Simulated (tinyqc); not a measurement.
# Potential-pH (Pourbaix) lines of a metal, its cation, its oxide and an oxyanion, with a complexing ligand, step by step

A worked calculation. Computed by tinyqc, a small Python program that keeps every step. Command: `OMP_NUM_THREADS=1 python tinyqc.py 3004870 3004871 out.jsonl pourb walk`. One thread of a shared host (Intel(R) Xeon(R) Processor @ 2.30GHz), about 0.01 s of CPU time with the checks. Intermediate numbers are printed to about 6 digits and carried at full precision; extremes and crossings named in words are read from the listed rows.

Potentials are against the standard hydrogen electrode; solids and water have unit activity; dG_f of M, H+ and the electron is zero; F = e N_A and s = R T ln(10)/F. The cation carries z = 3.

Inputs (values chosen for the exercise, for a model metal):

| quantity | value | unit |
|---|---|---|
| dG_f of the cation | -145.7 | kJ/mol |
| dG_f of the oxide | -1009 | kJ/mol |
| dG_f of the oxyanion | -532.14 | kJ/mol |
| dG_f of water | -237.14 | kJ/mol |
| temperature T | 298.15 | K |
| log10 of the dissolved activity a | -6 | - |
| pH | 3.9 | - |
| potential E | 0.5 | V |
| log10 of the stability constant beta of ML | 7.2 | - |
| pKa of HL | 5.1 | - |
| total ligand c_L | 0.35 | mol/L |
| limiting current density i_L | 5.2e-05 | A/cm^2 |
| molar volume V_m | 11.8 | cm^3/mol |

Species: M, M3+, M2O3, MO2(-).

exchange current densities, metal and cathodic (A/cm^2): 4.5e-07  4e-11

Tafel slopes, anodic and cathodic (mV/decade): 60  155

Constants: R = 8.314462618 J/(mol K); e = 1.602176634e-19 C; N_A = 6.02214076e+23 1/mol.

## Standard potentials

M3+ + 3e = M; (1/2) M2O3 + 3H+ + 3e = M + (3/2) H2O; MO2(-) + 4H+ + 3e = M + 2H2O. For each, E0 = -dG/(z F), and E = E0 + (s/z) log10 a - (s n_H/z) pH, with no activity term for the oxide.

s = 0.0591593 V

E0 (V): cation -0.503358, oxide -0.514033, oxyanion -0.199892

The metal is less noble than hydrogen.

## Vertical lines

Two oxidised species coexist where their lines against the metal cross: pH1 (cation/oxide) = [E0(oxide) - E0(cation)]/s - (log10 a)/z; pH2 (oxide/oxyanion) = {[E0(oxyanion) - E0(oxide)]/s + (log10 a)/z}/(4/z - 1).

pH1 = 1.81955

pH2 = 9.93025

width of the oxide field, pH2 - pH1 = 8.11069

The oxide is stable from pH 1.82 to 9.93; each decade less of dissolved metal narrows this field by 1.33 pH units.

## The stable species at (pH, E)

The metal is stable below the lowest of the three lines; above it, the species of the lowest line is stable. Water lines at 1 bar: hydrogen E = -s pH, oxygen E = -dG_f(water)/(2F) - s pH.

lines at this pH (V): cation -0.621677, oxide -0.744755, oxyanion -0.625840

upper limit of immunity = -0.744755 V

hydrogen line = -0.230721 V

oxygen line = 0.998170 V

E above the limit of immunity = 1.24475 V

Stable here: the oxide (passivity, if the film is dense). Water itself can oxidise the metal at this pH. Caution: other oxidation states, hydroxides and hydrides are left out, and the lines say nothing of rates.

## A complexing ligand

The free ligand is c_L/(1 + 10^(pKa - pH)) (ligand in excess); dissolved metal is a in all, so the free cation is a/alpha, alpha = 1 + beta [L]; the cation line drops by (s/z) log10 alpha.

free ligand = 0.0207728 mol/L

log10 alpha = 5.51750

cation line with ligand = -0.730481 V

that line less the oxide line = 0.0142741 V

The oxide still lies below the complexed cation at this pH.

## Mixed potential with oxygen reduction

Anodic i = i0a 10^((E - E_a)/b_a) with E_a the cation line with ligand; cathodic i = i0c 10^((E_c - E)/b_c) with E_c the oxygen line; supply caps the cathodic current, 1/i_c = 1/i(Tafel) + 1/i_L. E_corr makes the two currents equal. Without the cap it would be [b_c E_a + b_a E_c + b_a b_c log10(i0c/i0a)]/(b_a + b_c). Rate = i V_m/(z F). Films are left out.

E_corr without the cap = -0.423302 V

corrosion potential E_corr = -0.606715 V

corrosion current density = 5.19970e-05 A/cm^2

i/i_L = 0.999942

etch rate = 1.27183 nm/min

The current sits at the supply limit: stirring or more oxidant, not the ligand, sets the rate. Caution: at this pH the oxide, not the cation, is the stable product, and a film would cut the rate. Caution: E_corr lies below the hydrogen line, so hydrogen evolution, left out here, adds cathodic current.

## The diagram with and without ligand

The formulas are those given above.

Lines against the metal (V); the species with the lowest line is stable above it:

| pH | cation | oxide | oxyanion | stable above | cation with ligand | stable above, ligand |
|---|---|---|---|---|---|---|
| 0 | -0.621677 | -0.51403 | -0.31821 | cation | -0.654290 | dissolved |
| 2 | -0.621677 | -0.63235 | -0.47597 | oxide | -0.693532 | dissolved |
| 4 | -0.621677 | -0.75067 | -0.63373 | oxide | -0.732322 | oxide |
| 5 | -0.621677 | -0.80983 | -0.71261 | oxide | -0.747689 | oxide |
| 6 | -0.621677 | -0.86899 | -0.79149 | oxide | -0.753653 | oxide |
| 7 | -0.621677 | -0.92815 | -0.87036 | oxide | -0.754561 | oxide |
| 8 | -0.621677 | -0.98731 | -0.94924 | oxide | -0.754658 | oxide |
| 9 | -0.621677 | -1.04647 | -1.02812 | oxide | -0.754667 | oxide |
| 10 | -0.621677 | -1.10563 | -1.10700 | oxyanion | -0.754668 | oxyanion |
| 12 | -0.621677 | -1.22395 | -1.26476 | oxyanion | -0.754668 | oxyanion |
| 14 | -0.621677 | -1.34226 | -1.42252 | oxyanion | -0.754668 | oxyanion |

Without ligand the oxide holds 7 of the eleven rows (pH 2 to 9), with it 6 (pH 4, 5, 6, 7, 8, 9). The ligand acts once beta [L] exceeds 1, from pH = pKa - log10(beta c_L) = -1.6 on, that is in all rows; its line then falls by at most s/z per pH unit and flattens beyond pKa, 0.133 V below the free cation at most. The oxide line falls faster, by s per pH unit, so the oxide takes over again at higher pH.

Checks made by the program: the lines cross at pH1 and pH2 (relative difference below 1e-10).
